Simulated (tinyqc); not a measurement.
Inside a calculation. Model: one-diode model of a solar cell.

Program tinyqc, `OMP_NUM_THREADS=1 python tinyqc.py 2280040 2280041 out.jsonl`; Intel Xeon 2.30GHz, shared host, one thread, about 0.01 s. Printed values are rounded.

J is the current delivered and Vj = V + J Rs the junction voltage. J = X JL - J01 (exp(Vj/(n1 Vt)) - 1) - Vj/Rp. The photocurrent does not depend on voltage.

Parameters, values chosen for the exercise; values of the order met in cells of gallium arsenide: temperature T = 300 K; photocurrent at one sun JL = 24.1 mA/cm^2; concentration X = 1 suns; saturation current of the diode J01 = 9.9e-18 A/cm^2; ideality factor of the diode n1 = 1.1; series resistance Rs = 0 ohm cm^2; shunt resistance Rp = 30000 ohm cm^2; incident power at one sun Pin = 100 mW/cm^2.

Constants: q = 1.602176634e-19 C, kB = 1.380649e-23 J/K, Vt = kB T/q. Results are converted to the units shown.

## Starting value

Vj = 0.91 V.

Vj at the start = 0.91 V

## Iteration 1: new Vj

Open circuit: J(Vj) = 0. G = -dJ/dVj = J01 exp(Vj/(n1 Vt))/(n1 Vt) + 1/Rp. Vj(new) = Vj + J/G.

J = 23.2877 mA/cm^2
G = 0.0275324 S/cm^2
Vj after iteration 1 = 1.75583 V

## Iteration 2: new Vj

As before.

J = -6.46722e12 mA/cm^2
G = 2.27421e11 S/cm^2
Vj after iteration 2 = 1.72739 V

## Iteration 3: new Vj

As before.

J = -2.37916e12 mA/cm^2
G = 8.36635e10 S/cm^2
Vj after iteration 3 = 1.69895 V

## Course of the iteration

Stop when the step is below 1e-10 V, or after 80 iterations.

Course of the iteration:
```
iteration	Vj before the step (V)	step (V)
1	0.91	0.846
2	1.75583	-0.0284
3	1.72739	-0.0284
4	1.69895	-0.0284
5	1.67052	-0.0284
6	1.64208	-0.0284
7	1.61364	-0.0284
8	1.58520	-0.0284
9	1.55677	-0.0284
...	...	...
25	1.10237	-0.0274
26	1.07494	-0.0258
27	1.04915	-0.0219
28	1.02728	-0.0143
29	1.01300	-5.04e-3
30	1.00795	-5.04e-4
31	1.00745	-4.51e-6
32	1.00745	-3.58e-10
33	1.00745	< 1e-13
```

Converged in 33 iterations.

## Figures of merit

Jsc at V = 0, Voc at J = 0, the maximum power point where J (1 + 2 Rs G) = G Vj with G = -dJ/dVj; FF = Vmp Jmp/(Voc Jsc); efficiency Vmp Jmp/(X Pin). Empirical fill factor without parasitics FF0 = (v - ln(v + 0.72))/(v + 1), v = Voc/(n1 Vt).

Jsc = 24.1 mA/cm^2
Voc = 1.00745 V
Vmp = 0.908043 V
Jmp = 23.3397 mA/cm^2
FF = 0.872898
efficiency = 21.1935 %
FF0 = 0.874061

FF is 0.13 % below FF0. Removing one loss at a time changes the efficiency by: shunt +0.03 points.
